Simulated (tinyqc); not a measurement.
## Step height from the transmission

Problem. A single step up from edge 0 (mass mL) to edge U (mass mS) transmits T(E) = 4 vL vR/(vL + vR)^2 with v = k/m, k = sqrt(m (E - edge)/C), C = hbar^2/(2 m0). It is known that vR < vL. Find vR/vL and U.

Inputs (values chosen for the exercise): mass in the left lead mL = 0.02 m0; electron energy E = 0.683 eV; mass beyond the step mS = 0.13 m0.

T(E) = 0.69791319

Answer. The reflection amplitude is sqrt(1 - T(E)) = (1 - y)/(1 + y) with y = vR/vL < 1, and y^2 = (E - U) mL/(E mS).

vR/vL = 0.2906
U = 0.3080 eV

Computed by the program tinyqc: `OMP_NUM_THREADS=1 python tinyqc.py 2560115 2560116 out.jsonl`, one thread of a shared Intel Xeon 2.30GHz, about 0.02 s for the whole run.
